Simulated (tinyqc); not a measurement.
# From one set of inputs to another, one input at a time

Model: hydrogen passivation of interface dangling bonds: competing passivation and dissociation with distributed barriers. Computed by tinyqc, a small Python program. Command: `OMP_NUM_THREADS=1 python tinyqc.py 3013818 3013819 out.jsonl passiv ladder`. One thread of a shared host (Intel(R) Xeon(R) Processor @ 2.30GHz), about 0.08 s of CPU time with the checks.

P_b + H2 gives P_bH + H at the rate k_f [H2]; P_bH gives P_b + H at the rate k_d. All defects start unpassivated. E_f and E_d are Gaussian and independent.

The inputs printed are set A. Inputs not listed in the table keep their values of set A, so the rows need not describe a real material.

Inputs (values chosen for the exercise, close to those used for P_b centres at the silicon-oxide interface):

| quantity | value | unit |
|---|---|---|
| defect density N0 | 1.1e+12 | 1/cm^2 |
| passivation prefactor k_f0 | 2e-07 | cm^3/s |
| mean passivation barrier E_f | 1.46 | eV |
| spread sigma_f | 0.089 | eV |
| dissociation prefactor k_d0 | 1.5e+12 | 1/s |
| mean dissociation barrier E_d | 2.68 | eV |
| spread sigma_d | 0.1 | eV |
| H2 in the oxide per atm, solubility factor | 3.2e+17 | 1/(cm^3 atm) |
| hydrogen pressure p | 0.05 | atm |
| anneal temperature T | 475 | C |
| anneal time t | 5000 | s |
| oxide thickness | 28 | nm |

Constants: k_B = 8.617333262e-05 eV/K; e = 1.602176634e-19 C; eps_0 = 8.8541878128e-12 F/m.

Method:
- [H2] = solubility factor x p; a = k_f0 [H2] exp(-E_f/(k_B T)), d = k_d0 exp(-E_d/(k_B T)). For one pair of barriers the active share is y = [d + a exp(-(a + d) t)]/(a + d).
- Temperatures in kelvin are T(C) + 273.15.
- Average y over both Gaussians with 40 x 40 Gauss-Hermite points.
- Active density N0 y; threshold shift if each active defect holds one charge, e N0 y t_ox/(3.9 eps_0).

Each row keeps all changes above it:

| input moved | from | to | active share y | active share, single barriers | threshold shift (mV) |
|---|---|---|---|---|---|
| set A | - | - | 0.000025 | 2.835e-06 | 0.035 |
| anneal temperature T (C) | 475 | 450 | 0.000019 | 1.474e-06 | 0.027 |
| dissociation prefactor k_d0 (1/s) and mean dissociation barrier E_d (eV) | 1.5e+12, 2.68 | 4e+12, 2.71 | 0.000028 | 2.429e-06 | 0.041 |
| passivation prefactor k_f0 (cm^3/s) and mean passivation barrier E_f (eV) | 2e-07, 1.46 | 1.3e-07, 1.54 | 0.000486 | 1.349e-05 | 0.694 |
| spread sigma_d (eV) | 0.1 | 0.11 | 0.000525 | 1.349e-05 | 0.750 |
| anneal time t (s) | 5000 | 6000 | 0.000404 | 1.349e-05 | 0.577 |
| spread sigma_f (eV) | 0.089 | 0.11 | 0.001840 | 1.349e-05 | 2.629 |

Active share y goes from 2.46e-5 to 0.00184, a factor 74.8 in all. The largest single move comes from passivation prefactor k_f0 with mean passivation barrier E_f (a factor 17.1). Active share, single barriers goes from 2.84e-6 to 1.35e-5, a factor 4.76 in all. The largest single move comes from passivation prefactor k_f0 with mean passivation barrier E_f (a factor 5.55), and anneal temperature T works against it (a factor 0.520). Threshold shift goes from 0.0352 to 2.63, a factor 74.8 in all. The largest single move comes from passivation prefactor k_f0 with mean passivation barrier E_f (a factor 17.1). The single moves hold for this order of the switches; the total does not depend on the order.

Caution (all rows): single-barrier shares below about 1e-3 are formal; measured passivation levels off well above them. Caution (all rows): densities below a few 1e9 per cm^2 are formal: other defects set the floor in real interfaces.

Extremes, crossings and ranges named in words are read from the listed rows.
